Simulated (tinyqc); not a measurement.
Square on-chip spiral inductor, lumped pi model: two steps of the calculation.

Outer diameter do = di + 2 n wd + 2 (n - 1) sp, mean da = (do + di)/2, fill p = (do - di)/(do + di), length l = 4 n da. L = 2.34 mu0 n^2 da/(1 + 2.75 p), mu0 = 4 pi 1e-7 H/m. Rs = rho l/(wd delta (1 - exp(-th/delta))), delta = sqrt(rho/(pi f mu0)). Cs = n wd^2 eps0 eo/hu across the coil. At each end Cox = l wd eps0 eo/(2 ho) leads to the substrate branch Rsi = 2 rs he/(l wd) in parallel with Csi = l wd eps0 11.7/(2 he). With one end grounded Y = 1/(Rs + i w L) + i w Cs + 1/[1/(i w Cox) + 1/(1/Rsi + i w Csi)], w = 2 pi f; Q = -Im Y/Re Y. Eddy currents in neighbouring turns and in the substrate are left out.

Values chosen for this exercise; values of the order met in silicon radio-frequency processes: number of turns n = 6.5; line width wd = 4 um; space between turns sp = 2 um; inner diameter di = 80 um; metal thickness th = 3 um; metal resistivity rho = 1.9 uohm cm; oxide below the coil ho = 9.9 um; oxide between coil and underpass hu = 0.8 um; relative permittivity of the oxide eo = 3; substrate resistivity rs = 100 ohm cm; effective spreading depth in the substrate he = 30 um; frequency f = 2 GHz.

Constants: eps0 = 8.8541878128e-12 F/m. Results are converted to the units shown.

Task 1. Geometry and model elements. do, l, L, delta, Rs, Cs, Cox, Rsi and Csi as defined.

Find: do; l; L; delta; Rs; Cs; Cox; Rsi; Csi.

Result 1.

do = 154.00 um
l = 3042.0 um
L = 7.7746 nH
delta = 1.5513 um
Rs = 10.889 ohm
Cs = 3.4531 fF
Cox = 16.324 fF
Rsi = 4931.0 ohm
Csi = 21.009 fF

Task 2. Admittance, quality factor and apparent inductance. Series branch 1/(Rs + i w L), substrate branch, total Y, Q = -Im Y/Re Y, apparent inductance Im(1/Y)/w, metal-only value w L/Rs, share of the loss in the substrate Re(substrate branch)/Re Y.

L = 7.7745650 nH
Rs = 10.889085 ohm
Cs = 3.4531332 fF
Cox = 16.323903 fF
Rsi = 4930.9665 ohm
Csi = 21.008863 fF

Give: series branch; substrate branch; Y; Q; apparent inductance; w L/Rs; share of the loss in the substrate.

Result 2.

series branch = 1.13-10.11i mS
substrate branch = 0.0327+0.1296i mS
Y = 1.159-9.937i mS
Q = 8.570
apparent inductance = 7.901 nH
w L/Rs = 8.972
share of the loss in the substrate = 2.817 %

Q is 95.5 % of the metal-only value.

Numbers from tinyqc (`OMP_NUM_THREADS=1 python tinyqc.py 2302130 2302131 out.jsonl`; about 0.01 s on one thread of a shared Intel Xeon 2.30GHz).
